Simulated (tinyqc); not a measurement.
Three-level Kane dispersion of a narrow-gap semiconductor: one step. Plasma and cyclotron energies. Four cases, with inputs chosen for the exercise.

Question. hbar wp = sqrt(8 pi c (e^2/4 pi eps0) n/(eps m)), hbar wc = 2 muB B/m (classical limit), with m = m(EF) and, for comparison, the edge mass; n in angstrom^-3.

Constants: hbar^2/2m0 = 3.80998211 eV angstrom^2; e^2/(4 pi eps0) = 14.39964547 eV angstrom; muB = 5.788381798e-05 eV/T.

Case 1.

Values chosen (out of a larger set: near those of GaSb; not measured data): n = 1.4e+16 cm^-3 (electron density); eps = 14.5 (high-frequency dielectric constant); B = 0.7 T (magnetic field).

m(EF) = 0.0368224 m0
m0* = 0.0363748 m0

Case 2.

Values chosen (out of a larger set: near those of InAs; not measured data): n = 7.3e+17 cm^-3 (electron density); eps = 12.5 (high-frequency dielectric constant); B = 4.7 T (magnetic field).

m(EF) = 0.0326450 m0
m0* = 0.0221174 m0

Case 3.

Values chosen (out of a larger set: a gap close to zero; not measured data): n = 1.2e+18 cm^-3 (electron density); eps = 13.2 (high-frequency dielectric constant); B = 4.8 T (magnetic field).

m(EF) = 0.0327827 m0
m0* = 0.0021900 m0

Case 4.

Values chosen (out of a larger set: near those of InSb; not measured data): n = 8e+17 cm^-3 (electron density); eps = 15.3 (high-frequency dielectric constant); B = 0.4 T (magnetic field).

m(EF) = 0.0278129 m0
m0* = 0.0126933 m0

Give: hbar wp with m(EF), with m0*; hbar wc with m(EF), with m0*.

Answer.

Case 1.

hbar wp with m(EF), with m0* (meV): 6.01  6.05

hbar wc with m(EF), with m0* (meV): 2.20  2.23

hbar wc is not small against EF - Ec = 5.8 meV, so fewer than ten Landau levels are filled and the classical value is only a guide.

Case 2.

hbar wp with m(EF), with m0* (meV): 49.67  60.34

hbar wc with m(EF), with m0* (meV): 16.67  24.60

hbar wc is not small against EF - Ec = 107.9 meV, so fewer than ten Landau levels are filled and the classical value is only a guide.

Case 3.

hbar wp with m(EF), with m0* (meV): 61.8  239.2

hbar wc with m(EF), with m0* (meV): 17.0  253.7

EF - Ec = 229.1 meV is 14 times hbar wc, so the classical value applies.

Case 4.

hbar wp with m(EF), with m0* (meV): 50.91  75.36

hbar wc with m(EF), with m0* (meV): 1.66  3.65

EF - Ec = 154.3 meV is 93 times hbar wc, so the classical value applies.

Computed by tinyqc, one run a case: `OMP_NUM_THREADS=1 python tinyqc.py N N+1 out.jsonl` with N = 1050652, 1050655, 1050767, 1051048; one thread of a shared Intel(R) Xeon(R) Processor @ 2.30GHz, about 0.01 s a run at most.
